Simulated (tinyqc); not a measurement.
p-type polysilicon, carrier trapping at grain boundaries: effect of the doping.

One-dimensional grains of size Lg, uniform ionised doping N, monovalent traps Qt at each boundary at a depth Et below (for electrons) or above (for holes) the band edge there, abrupt depletion of width W on each side of a boundary, Boltzmann statistics. xi is the distance from the band edge at the grain centre to the Fermi level. Trapped charge Qt/(1 + exp((xi + VB - Et)/Vt)) = 2 N W, barrier VB = q N W^2/(2 eps0 eps_r).

If the trap equation with xi = Vt ln(NB/N) has a root W < Lg/2, the grain is partly depleted; otherwise W = Lg/2 and the trap equation gives xi = Et - VB + Vt ln(Qt/(N Lg) - 1). N* = Qt/Lg. n0 = NB exp(-xi/Vt); mean density n0 (1 - 2 W/Lg) by charge balance in a partly depleted grain, and n0 (sqrt(pi)/2) erf(u)/u with u = sqrt(VB/Vt) in a fully depleted one; v = sqrt(kB T/(2 pi ms m0)); barrier resistivity Vt exp(VB/Vt)/(q fe n0 v Lg); grain resistivity (1 - 2 W/Lg)/(q n0 mug); effective mobility 1/(q mean density total resistivity). Rows with xi above 0.45 V, towards mid-gap, are left out, since the other carrier type is ignored.

Parameters, values chosen for the exercise; values of the order met in polycrystalline silicon:
- T = 300 K (temperature)
- eps_r = 11.7 (relative permittivity)
- NB = 2.65e19 cm^-3 (valence-band density of states at T)
- Lg = 180 nm (grain size)
- Qt = 1.1e12 cm^-2 (trap density of a grain boundary)
- Et = 0.48 eV (depth of the trap level from the majority band edge at the boundary)
- ms = 0.54 m0 (mass for thermionic emission)
- fe = 0.12 (correction factor of the emission rate)
- mug = 170 cm^2/(V s) (mobility inside the grains)

Constants: q = 1.602176634e-19 C, kB = 1.380649e-23 J/K, m0 = 9.1093837015e-31 kg, Vt = kB T/q, eps0 = 8.8541878128e-14 F/cm where lengths are in cm. Results are converted to the units shown.

Result of one run:

| N (cm^-3) | N/N* | depleted share 2 W/Lg | VB (V) | xi (V) | mean density (cm^-3) | resistivity (ohm cm) | effective mobility (cm^2/(V s)) |
|---|---|---|---|---|---|---|---|
| 2.6e17 | 4.255 | 0.2350 | 0.08996 | 0.1195 | 1.989e17 | 2.656 | 11.82 |

What becomes of these results when the doping N is changed from 2.6e17 to 2.4e18 cm^-3, all else the same?

Result of the changed run:

| N (cm^-3) | N/N* | depleted share 2 W/Lg | VB (V) | xi (V) | mean density (cm^-3) | resistivity (ohm cm) | effective mobility (cm^2/(V s)) |
|---|---|---|---|---|---|---|---|
| 2.4e18 | 39.27 | 0.02546 | 0.009747 | 0.06209 | 2.339e18 | 0.02730 | 97.73 |

The whole series:

| N (cm^-3) | N/N* | depleted share 2 W/Lg | VB (V) | xi (V) | mean density (cm^-3) | resistivity (ohm cm) | effective mobility (cm^2/(V s)) |
|---|---|---|---|---|---|---|---|
| 1.3e16 | 0.2127 | 1.000 | 0.08143 | 0.4324 | 7.118e11 | 3.300e5 | 26.57 |
| 2.8e16 | 0.4582 | 1.000 | 0.1754 | 0.3090 | 5.818e13 | 1.054e5 | 1.017 |
| 6e16 | 0.9818 | 0.8610 | 0.2786 | 0.1575 | 8.338e15 | 1.631e4 | 0.04591 |
| 1.3e17 | 2.127 | 0.4692 | 0.1793 | 0.1375 | 6.900e16 | 161.5 | 0.5601 |
| 2.6e17 | 4.255 | 0.2350 | 0.08996 | 0.1195 | 1.989e17 | 2.656 | 11.82 |
| 5.5e17 | 9.000 | 0.1111 | 0.04253 | 0.1002 | 4.889e17 | 0.2516 | 50.74 |
| 1.2e18 | 19.64 | 0.05093 | 0.01949 | 0.08001 | 1.139e18 | 0.06518 | 84.08 |
| 2.4e18 | 39.27 | 0.02546 | 0.009747 | 0.06209 | 2.339e18 | 0.02730 | 97.73 |

As N goes from 1.3e16 to 2.4e18, VB goes from 0.0814 through a maximum of 0.279 (at N = 6e16 among the rows listed) to 0.00975 V, the resistivity falls from 3.30e5 to 0.0273 ohm cm and the effective mobility goes from 26.6 through a minimum of 0.0459 (at N = 6e16 among the rows listed) to 97.7 cm^2/(V s). The steepest fall of the resistivity among the rows, as N^(-6.0), lies between N = 6e16 and 1.3e17 cm^-3; N* = 6.11e16 cm^-3. While the grain is fully depleted VB grows as N; once the traps are full it falls as 1/N. For N = 2.4e18 xi is under 2.5 Vt, where Boltzmann statistics begin to fail. For N = 1.2e18, 2.4e18 VB is below Vt, where abrupt depletion and thermionic emission are rough. For N = 6e16 the grain is near the changeover between partial and full depletion, within a few Debye lengths, where both limits are rough.

Numbers from tinyqc (`OMP_NUM_THREADS=1 python tinyqc.py 2830144 2830145 out.jsonl`; about 0.01 s on one thread of a shared Intel Xeon 2.30GHz).
